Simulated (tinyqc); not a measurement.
Inside a calculation: three-level Kane dispersion of a narrow-gap semiconductor. Values are carried at full precision from step to step, so a last printed digit may differ when a step is redone from the rounded ones.

Zero of energy at Gamma8, c = hbar^2/2m0, P^2 = Ep c. The free-electron term and remote bands are left out, so the heavy holes are flat at E = 0 and the other three bands obey E (E - Eg)(E + Dso) = P^2 k^2 (E + 2 Dso/3). The conduction band is the highest root; its edge is Ec = max(Eg, 0).

Constants: hbar^2/2m0 = 3.80998211 eV angstrom^2; hbar = 6.58211957e-16 eV s; e^2/(4 pi eps0) = 14.39964547 eV angstrom; muB = 5.788381798e-05 eV/T.

Parameters, chosen for this exercise (a gap close to zero; not measured data): Eg = 0.058 eV (E(Gamma6) - E(Gamma8)); Dso = 1.03 eV (spin-orbit splitting); Ep = 18.6 eV (Kane energy); k = 0.009 1/angstrom (wave vector); n = 2.1e+17 cm^-3 (electron density); eps = 13.3 (high-frequency dielectric constant); B = 3.9 T (magnetic field).

## The three bands at one k

Expand the equation into E^3 + a2 E^2 + a1 E + a0 = 0 and give its roots; compare with the two-level form (Dso to infinity) E = Eg/2 +/- sqrt(Eg^2/4 + (2/3) P^2 k^2).

P^2 k^2 = 0.005740 eV^2

a2, a1, a0: 0.972000  -0.065480  -0.003942

roots (eV): -1.0318  -0.0388  0.0985

two-level form (eV): -0.0393  0.0973

The two-level form misses the highest root by -1.2 meV. The order is normal: Gamma6 forms the conduction band.

## Mass at the edge and limiting velocity

m0* = Eg (Eg + Dso)/(Ep (Eg + 2 Dso/3)). In the two-level form the velocity tends to v = sqrt(2/3) P/hbar, and |Eg| = 2 m v^2 with m = 3 |Eg|/(2 Ep), as for a relativistic particle. 1 angstrom = 1e-10 m.

m0* = 0.004556 m0
P = 8.4182 eV angstrom
v = 1.044e+06 m/s
k at which the linear part sets in, |Eg|/(2 hbar v) = 0.00422 1/angstrom

## Fermi level and mass at a given density

Degenerate electrons at T = 0: kF = (3 pi^2 n)^(1/3), 1 cm^-3 = 1e-24 angstrom^-3; EF is the highest root at kF. The momentum (cyclotron, optical) mass is m(E) = hbar^2 k/(dE/dk) = c d(k^2)/dE with d(k^2)/dE = k^2 [1/E + 1/(E - Eg) + 1/(E + Dso) - 1/(E + 2 Dso/3)]; the density of states is k d(k^2)/dE/(2 pi^2).

Edge mass m0* = Eg (Eg + Dso)/(Ep (Eg + 2 Dso/3)).

Compare EF - Ec with the parabolic value c kF^2/m0*.

kF = 0.01839 1/angstrom
EF - Ec = 0.1048 eV
parabolic value = 0.2828 eV
m(EF) = 0.019767 m0
m(EF)/m0* = 4.339
density of states at EF = 4.833e+18 1/(eV cm^3)

The parabola overstates EF - Ec by a factor of 2.70; (EF - Ec)/|Eg| = 1.81, and the two-level rule 1 + 2 (EF - Ec)/|Eg| = 4.614 estimates the mass ratio.

## Plasma and cyclotron energies

hbar wp = sqrt(8 pi c (e^2/4 pi eps0) n/(eps m)), hbar wc = 2 muB B/m (classical limit), with m = m(EF) and, for comparison, the edge mass; n in angstrom^-3.

hbar wp with m(EF), with m0* (meV): 33.19  69.13

hbar wc with m(EF), with m0* (meV): 22.84  99.10

hbar wc is not small against EF - Ec = 104.8 meV, so fewer than ten Landau levels are filled and the classical value is only a guide.

## Checks

- Roots of the cubic against the 8 x 8 Kane matrix without remote terms: they agree to 1e-10 or better.
- m(E) near the edge against m0*: both 0.004556.

Computed by tinyqc, a small Python program: `OMP_NUM_THREADS=1 python tinyqc.py 1050558 1050559 out.jsonl` (the numbers bound the seed that draws the inputs); one thread of a shared host (Intel(R) Xeon(R) Processor @ 2.30GHz), about 0.01 s for the whole set of steps.
